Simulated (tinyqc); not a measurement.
Inside a calculation. Model: semiconductor laser, carrier and photon rate equations.

Numbers from tinyqc (`OMP_NUM_THREADS=1 python tinyqc.py 2840035 2840036 out.jsonl`; about 0.01 s on one thread of a shared Intel Xeon 2.30GHz). Printed values are rounded.

Carrier density N and photon density S in one mode: dN/dt = F1 = eta I/(q V) - (A N + B N^2 + C N^3) - vg g S; dS/dt = F2 = G vg g S + G be B N^2 - S/tp, with g = g0 ln(N/Ntr)/(1 + ec S). Output power P = Fo Eph S V/(G tp). No heating, no carrier transport.

Inputs (values chosen for the exercise): active volume V = 3.3e-12 cm^3; confinement factor G = 0.064; group velocity vg = 7.63e9 cm/s; gain coefficient g0 = 2100 1/cm; transparency density Ntr = 1.5e18 cm^-3; gain compression ec = 3e-17 cm^3; photon lifetime tp = 1.9 ps; defect recombination coefficient A = 2.1e7 1/s; radiative coefficient B = 7.6e-11 cm^3/s; Auger coefficient C = 4.6e-30 cm^6/s; share of spontaneous emission into the mode be = 0.00024; injection efficiency eta = 0.7; share of cavity losses that is output Fo = 0.56; photon energy Eph = 0.95 eV; drive current I = 1.9 mA; time step dt = 5 ps.

Constants: q = 1.602176634e-19 C. Results are converted to the units shown.

## Threshold

gth = 1/(G vg tp), Nth = Ntr exp(gth/g0), Ith = q V (A Nth + B Nth^2 + C Nth^3)/eta. Above it S is near G tp eta (I - Ith)/(q V). Carrier lifetime at threshold Nth/(A Nth + B Nth^2 + C Nth^3).

gth = 1077.81 1/cm
Nth = 2.50605e18 cm^-3
Ith = 0.454944 mA
estimate of S = 2.32644e14 cm^-3
carrier lifetime = 4.16062 ns

## Iteration 1: steady state by Newton steps

(N, S) at the start (Nth and the estimate of S): N (1e18 cm^-3) 2.506, S (1e15 cm^-3) 0.233

Jacobian, with a = g0/(N (1 + ec S)) and d = g/(1 + ec S): J11 = -(A + 2 B N + 3 C N^2) - vg a S, J12 = -vg d, J21 = G vg a S + 2 G be B N, J22 = G vg d - 1/tp. Solve J d = -F and add d to (N, S).

F1, F2 (1e27 cm^-3/s): 0.0104702  -8.48595e-4

J (1/ns):
```
            N         S
F1   -1.96800  -8109.60
F2  0.0946892  -7.30141
```

(N, S) after iteration 1: N (1e18 cm^-3) 2.51490, S (1e15 cm^-3) 0.232132

## Iteration 2: steady state by Newton steps

As before.

F1, F2 (1e27 cm^-3/s): 6.32995e-5  -4.61125e-6

J (1/ns):
```
            N         S
F1   -1.95929  -8166.01
F2  0.0940055  -3.69121
```

(N, S) after iteration 2: N (1e18 cm^-3) 2.51494, S (1e15 cm^-3) 0.232129

## Course of the iteration: steady state by Newton steps

Stop when the largest change of (N, S) is below 1e-9, or after 40 iterations. N is counted in 1e18 and S in 1e15 cm^-3, and S must be positive.

Course of the iteration:
```
iteration  S (1e15 cm^-3)  largest |change| of one entry
1                0.232132                        8.90e-3
2                0.232129                        4.89e-5
3                0.232129                        1.31e-9
4                0.232129                        < 1e-15
```

Converged in 4 iterations. The change falls from 0.0089 in the first iteration to below the tolerance in the last.

## Power, relaxation frequency, damping and bandwidth

N = 2.51494e18 cm^-3
S = 2.32129e14 cm^-3

Jacobian, with a = g0/(N (1 + ec S)) and d = g/(1 + ec S): J11 = -(A + 2 B N + 3 C N^2) - vg a S, J12 = -vg d, J21 = G vg a S + 2 G be B N, J22 = G vg d - 1/tp. wR^2 = det J, gamma = -trace J, fR = wR/(2 pi); the response wR^2/(wR^2 - w^2 + i gamma w) falls to 1/sqrt(2) at w^2 = x + sqrt(x^2 + wR^4), x = wR^2 - gamma^2/2 (f3dB = w/(2 pi)).

P = 0.536946 mW
fR = 4.43024 GHz
gamma = 5.63067 1/ns
f3dB = 6.83373 GHz

f3dB is 1.54 times fR (1.55 without damping). gamma/wR = 0.20: the response has a resonance peak.

## One Runge-Kutta step of a transient

(N, S) at the start: N (1e18 cm^-3) 2.565, S (1e15 cm^-3) 0.116

y = (N, S), k1 = F(y), k2 = F(y + dt k1/2), k3 = F(y + dt k2/2), k4 = F(y + dt k3), y(new) = y + dt (k1 + 2 k2 + 2 k3 + k4)/6.

slopes per ps, N in 1e18 and S in 1e15 cm^-3:
```
         dN/dt       dS/dt
k1  8.90298e-4  0.00255217
k2  8.33029e-4  0.00278779
k3  8.28175e-4  0.00279298
k4  7.65708e-4  0.00304293
```

(N, S) after the step: N (1e18 cm^-3) 2.56915, S (1e15 cm^-3) 0.129964
